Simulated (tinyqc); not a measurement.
# Threshold-voltage variability of a planar MOSFET, analytic estimates: what changes with what

Three independent sources add in quadrature: random dopants in the depleted layer, metal-gate grains of two orientations, and roughness of the two gate edges acting through the roll-off VT = VT(long) - Vr exp(-L/l). These are first-order estimates: no three-dimensional electrostatics, no percolation.

Values chosen for this exercise; material values those of a made-up semiconductor:
- T = 300 K (temperature)
- Eg = 1.44 eV (band gap)
- eps_r = 11.4 (relative permittivity of the semiconductor)
- Nc = 3.54e19 cm^-3 (conduction-band density of states at T)
- Nv = 2.28e19 cm^-3 (valence-band density of states at T)
- Na = 6.3e17 cm^-3 (channel doping)
- ti = 1.4 nm (oxide-equivalent thickness in inversion)
- L = 45 nm (gate length)
- W = 160 nm (gate width)
- G = 7 nm (metal grain size)
- dW = 0.3 eV (work-function difference of the two grain orientations)
- p = 0.3 (share of the orientation of higher work function)
- De = 1.2 nm (rms roughness of one gate edge)
- La = 10 nm (correlation length of the roughness)
- l = 12 nm (decay length of the threshold roll-off)
- Vr = 2.6 V (prefactor of the roll-off)

Constants: q = 1.602176634e-19 C, kB = 1.380649e-23 J/K, Vt = kB T/q, eps0 = 8.8541878128e-14 F/cm where lengths are in cm. Results are converted to the units shown.

Each table varies one quantity; the others keep the values above.

## Effect of the channel doping

ni = sqrt(Nc Nv) exp(-Eg/(2 Vt)), Eg in volts; Cox = 3.9 eps0/ti; Wd = sqrt(4 eps0 eps_r Vt ln(Na/ni)/(q Na)); dopants: s1 = (q/Cox) sqrt(Na Wd/(3 L W)). Grains: Ng = L W/G^2 (at least 1), s2 = dW sqrt(p (1 - p)/Ng). Edges, with exponential correlation and u = W/La: the mean gate length has sL^2 = 2 De^2 (2/u)[1 - (1 - exp(-u))/u]; s3 = sL (Vr/l) exp(-L/l). s = sqrt(s1^2 + s2^2 + s3^2). l and Vr are held fixed.

The same in every row: s2 (mV) = 11.341; s3 (mV) = 2.9602.

Result of one run:
```
Na (cm^-3)	s1 (mV)	s (mV)	s sqrt(L W) (mV um)
1.5e17	5.3884	12.900	1.0946
```

What becomes of these results when the channel doping Na is changed from 1.5e17 to 8.2e17 cm^-3, all else the same?

Result of the changed run:
```
Na (cm^-3)	s1 (mV)	s (mV)	s sqrt(L W) (mV um)
8.2e17	8.3898	14.414	1.2231
```

The whole series:
```
Na (cm^-3)	s1 (mV)	s (mV)	s sqrt(L W) (mV um)
1.5e17	5.3884	12.900	1.0946
2.6e17	6.2199	13.269	1.1259
4.7e17	7.2579	13.786	1.1698
8.2e17	8.3898	14.414	1.2231
1.5e18	9.8172	15.289	1.2973
2.6e18	11.326	16.299	1.3830
4.5e18	13.060	17.549	1.4891
8e18	15.163	19.166	1.6263
```

As Na goes from 1.5e17 to 8e18 cm^-3, s rises from 12.9 to 19.2 mV. The largest source is the grains in the first row and the dopants in the last. s1 goes on average as Na^(0.26), near the 1/4 expected from Na Wd. For Na = 1.5e17 to 4.7e17 cm^-3 the depletion depth exceeds L, so source and drain share much of the charge and s1 is rough.

## Effect of the correlation length of the roughness

Same model as above.

l and Vr are held fixed.

The same in every row: s1 (mV) = 7.833; s2 (mV) = 11.34.

Results:
```
La (nm)	s3 (mV)	s (mV)	s sqrt(L W) (mV um)
2	1.359	13.85	1.175
10	2.960	14.10	1.196
20	4.045	14.36	1.219
40	5.312	14.77	1.253
80	6.515	15.25	1.294
160	7.417	15.65	1.328
```

Estimate the missing row, La = 5 nm.

Computed row:
```
La (nm)	s3 (mV)	s (mV)	s sqrt(L W) (mV um)
5	2.128	13.95	1.183
```

With this row back in the table: As La goes from 2 to 160 nm, s rises from 13.9 to 15.7 mV. The grains are the largest source in the first and the last row. The edge term s3 rises from 1.36 to 7.42 mV: a longer correlation averages out less along the width. In every row the depletion depth exceeds L, so source and drain share much of the charge and s1 is rough.

Numbers from tinyqc (`OMP_NUM_THREADS=1 python tinyqc.py 2090026 2090027 out.jsonl`; about 0.01 s on one thread of a shared Intel Xeon 2.30GHz).
